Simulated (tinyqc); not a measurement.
Worked calculation: millisecond and nanosecond annealing: surface heating, thermal budget and solid-phase regrowth. Computed by tinyqc, a small Python program that keeps every step. Command: `OMP_NUM_THREADS=1 python tinyqc.py 3031630 3031631 out.jsonl flash walk`. One thread of a shared host (Intel(R) Xeon(R) Processor @ 2.30GHz), about 0.01 s of CPU time with the checks. Intermediate numbers are printed to about 7 digits and carried at full precision; extremes and crossings named in words are read from the listed rows.

A square pulse heats the surface of a thick wafer with constant thermal properties; losses by radiation are neglected and silicon melts at 1414 C.

Inputs (values chosen for the exercise, modelled on hot silicon with boron): incident fluence = 0.386 J/cm^2; pulse length t_p = 1.1e-07 s; reflectance R = 0.54; thermal conductivity k = 0.22 W/(cm K); heat capacity per volume c = 2.13 J/(cm^3 K); preheat temperature T0 = 400 C; wafer thickness d = 775 um; dopant prefactor D0 = 1.03 cm^2/s; dopant activation energy E = 3.52 eV; regrowth prefactor v0 = 6e+08 cm/s; regrowth energy E_v = 2.68 eV; amorphous layer = 6.1 nm.

Source: pulsed laser.

Constants: k_B = 8.617333262e-05 eV/K.

## Peak temperature

Absorbed flux q = (1 - R) fluence/t_p; kappa = k/c. With f(z, t) = (2 q/k) sqrt(kappa t) ierfc(z/(2 sqrt(kappa t))), ierfc(x) = exp(-x^2)/sqrt(pi) - x erfc(x): T = T0 + f(z, t) during the pulse and T0 + f(z, t) - f(z, t - t_p) after it. At the surface the rise at the end of the pulse is 2 q sqrt(t_p/(pi k c)); the fluence that just melts the surface scales with (1414 - T0).

absorbed flux q = 1614182 W/cm^2

kappa = 0.1032864 cm^2/s

thermal length sqrt(kappa t_p) = 1.065903 um

peak temperature = 1282.476 C

fluence at the melting threshold = 0.4435295 J/cm^2

The heated layer is 0.14 % of the wafer thickness, so the cold bulk quenches the surface.

## Temperature in depth and time

The formulas are those given above.

Temperature (C):
```
t/t_p   surface  z = 0.5 thermal lengths     z = 1     z = 2
0.10    679.063                 446.3131  403.0834  400.0006
0.25    841.238                 556.1341  439.3028  400.7649
0.50   1024.004                 709.3829  530.3177  413.2807
0.75   1164.246                 836.0266  623.6588  441.1743
1.00   1282.476                 946.0261  712.2683  478.6055
1.10   1046.485                 940.2939  743.1231  495.2110
1.50    856.803                 825.1112  743.7090  553.3825
2.00    765.533                 749.7445  706.4976  582.0298
4.00    636.459                 632.2309  619.9989  577.2189
10.00   543.206                 542.2657  539.4816  528.8799
```

One tenth of a pulse length after the end the surface has lost 236 C: cooling starts as sqrt(t - t_p), much faster than heating ends.

## Thermal budget

Temperatures in kelvin are T(C) + 273.15. Integrate exp(-E/(k_B T(t))) at the surface from 0 to 10 t_p (Gauss-Legendre, 60 points in sqrt(t) up to t_p and 60 in sqrt(t - t_p) after it). (Dt) = D0 x integral with E; regrowth = v0 x integral with E_v; effective time = integral/exp(-E/(k_B T_peak)).

budget (Dt) = 5.666939e-20 cm^2

diffusion length 2 sqrt(Dt) = 0.004761067 nm

effective time over t_p = 0.1267369

possible regrowth = 0.2258540 nm

Only 12.7 % of the pulse counts at the peak; the estimate 2 k_B T_peak^2/(E (T_peak - T0)) gives 13.4 %. The amorphous layer of 6.1 nm regrows only by 3.7 % of its thickness. Caution: equilibrium diffusivities are used; implant damage enhances diffusion, and k and c vary with temperature. Caution: the peak lies above 1150 C, and amorphous silicon melts some 200 to 250 K below the crystal, so a layer that has not regrown before the peak may melt instead. Caution: a diffusion length below the atomic spacing of 0.235 nm means about one jump per atom or fewer, so the profile does not change measurably.

## Same peak temperature, different pulse lengths

For each t_p the flux is set so that the peak temperature stays the same: q sqrt(t_p) is fixed.

Pulses:
```
t_p (s)   fluence (J/cm^2)    q (W/cm^2)  thermal length (um)  2 sqrt(Dt) (nm)  regrowth (nm)
1.00e-07      3.680366e-01  1.692968e+06         1.016299e+00     4.539499e-03   2.053218e-01
1.00e-06      1.163834e+00  5.353635e+05         3.213820e+00     1.435516e-02   2.053218e+00
1.00e-05      3.680366e+00  1.692968e+05         1.016299e+01     4.539499e-02   2.053218e+01
1.00e-04      1.163834e+01  5.353635e+04         3.213820e+01     1.435516e-01   2.053218e+02
3.00e-04      2.015819e+01  3.090923e+04         5.566499e+01     2.486386e-01   6.159654e+02
1.00e-03      3.680366e+01  1.692968e+04         1.016299e+02     4.539499e-01   2.053218e+03
3.00e-03      6.374580e+01  9.774356e+03         1.760282e+02     7.862643e-01   6.159654e+03
1.00e-02      1.163834e+02  5.353635e+03         3.213820e+02     1.435516e+00   2.053218e+04
```

Fluence and diffusion length grow as sqrt(t_p), regrowth as t_p. The layer of 6.1 nm regrows from t_p = 1e-05 s on among these rows, at a diffusion length of 0.045 nm. Caution: amorphous silicon melts some 200 to 250 K below the crystal, which matters for the short pulses that reach the peak before regrowth. Caution: the shortest pulses need a source absorbed within their thermal length, and the longest also heat the back of the wafer, which the thick-wafer formula leaves out.

Checks made by the program: heat stored at the end of the pulse against the absorbed fluence (relative difference below 1e-10).
